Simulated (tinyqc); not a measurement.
# Lossy on-chip transmission line with skin effect: two studies

A uniform line in a homogeneous dielectric: c = sqrt(er)/(c0 Z0), l = Z0 sqrt(er)/c0 (c0 = 299792458 m/s), g = w c td, w = 2 pi f. The resistance joins its limits as r = sqrt(r_dc^2 + r_hf^2), with r_dc = rho/(wd th), r_hf = kr rho/(2 delta (wd + th)), delta = sqrt(rho/(pi f mu0)), mu0 = 4 pi 1e-7 H/m; this is an interpolation, and internal inductance, up to 0.05 nH/mm at low frequency, is neglected.

Values chosen for this exercise:

| symbol | value | unit | meaning |
|---|---|---|---|
| wd | 1.6 | um | width of the strip |
| th | 0.92 | um | thickness of the strip |
| rho | 2.9 | uohm cm | resistivity |
| er | 3.5 |  | relative permittivity |
| td | 0.01 |  | loss tangent |
| Z0 | 50 | ohm | lossless impedance sqrt(l/c) |
| kr | 1.5 |  | factor for crowding and the return path |
| len | 2.2 | mm | length |
| Rg | 25 | ohm | source resistance |
| RL | 100 | ohm | load resistance |
| CL | 20 | fF | load capacitance |
| f | 6.8 | GHz | frequency |

Each table varies one quantity; the others keep the values above.

## Line properties against frequency

gamma = sqrt((r + i w l)(g + i w c)) = alpha + i beta, Zc = sqrt((r + i w l)/(g + i w c)), roots with positive real part; loss 8.685889638 alpha in dB; phase velocity w/beta. ZL = 1/(1/RL + i w CL); reflection (ZL - Zc)/(ZL + Zc); Zin = Zc (ZL + Zc tanh(gamma len))/(Zc + ZL tanh(gamma len)); H = V_load/V_source = [Zin/(Zin + Rg)]/[cosh(gamma len) + (Zc/ZL) sinh(gamma len)].

Line properties against frequency:
```
f (GHz)	r (ohm/mm)	r/(w l)	loss (dB/mm)	|Zc| (ohm)	phase velocity over c0	length in wavelengths	|H| (dB)
0.01	19.70	1005	0.07669	1585	0.02395	0.003064	-4.524
0.03	19.71	335.1	0.1327	915.3	0.04144	0.005313	-4.525
0.09	19.72	111.8	0.2293	528.6	0.07153	0.009233	-4.527
0.3	19.78	33.63	0.4149	290.0	0.1291	0.01706	-4.534
0.8	19.91	12.69	0.6634	178.4	0.2049	0.02865	-4.548
2	20.21	5.154	0.9990	114.6	0.3036	0.04834	-4.574
7	21.43	1.561	1.572	68.08	0.4487	0.1145	-4.597
20	24.31	0.6200	2.060	54.23	0.5131	0.2860	-5.333
60	31.57	0.2684	2.821	50.88	0.5302	0.8305	-7.746
```

What does the table show?

r equals w l at 11.5 GHz: below it |Zc| and the delay grow as in an RC line, above it |Zc| tends to Z0 = 50 ohm and the velocity to 1/sqrt(er) = 0.535 c0. The loss goes as f^(0.50) between the first two rows and f^(0.29) between the last two. |H| is -4.52 dB in the first row and -7.75 dB in the last; between rows it can pass through resonances that the table doesn't show.

## Effect of the width of the strip

Same model as above.

Z0 is held fixed by scaling the dielectric height.

Result of one run:
```
wd (um)	r (ohm/mm)	r/(w l)	loss (dB/mm)	|Zc| (ohm)	phase velocity over c0	length in wavelengths	|H| (dB)
0.63	51.82	3.887	2.861	100.2	0.3389	0.1472	-7.933
```

What becomes of these results when the width of the strip wd is changed from 0.63 to 2.5 um, all else the same?

Result of the changed run:
```
wd (um)	r (ohm/mm)	r/(w l)	loss (dB/mm)	|Zc| (ohm)	phase velocity over c0	length in wavelengths	|H| (dB)
2.5	14.01	1.051	1.112	60.23	0.4839	0.1031	-3.599
```

The whole series:
```
wd (um)	r (ohm/mm)	r/(w l)	loss (dB/mm)	|Zc| (ohm)	phase velocity over c0	length in wavelengths	|H| (dB)
0.4	80.38	6.030	3.724	123.6	0.2847	0.1753	-10.35
0.63	51.82	3.887	2.861	100.2	0.3389	0.1472	-7.933
0.99	33.67	2.526	2.161	82.41	0.3934	0.1268	-6.073
1.6	21.38	1.604	1.559	68.74	0.4459	0.1119	-4.597
2.5	14.01	1.051	1.112	60.23	0.4839	0.1031	-3.599
3.9	9.175	0.6882	0.7696	55.09	0.5088	0.09807	-2.883
6.1	5.966	0.4475	0.5181	52.33	0.5227	0.09546	-2.378
9.6	3.839	0.2880	0.3418	51.00	0.5295	0.09423	-2.028
```

As wd goes from 0.4 to 9.6, the loss falls from 3.72 to 0.342 dB/mm, |Zc| falls from 124 to 51.0 ohm and |H| goes from -10.4 to -2.03 dB, with its highest value among the rows, -2.03 dB, at wd = 9.6.

Computed by the program tinyqc: `OMP_NUM_THREADS=1 python tinyqc.py 2810102 2810103 out.jsonl`, one thread of a shared Intel Xeon 2.30GHz, about 0.01 s for the whole run.
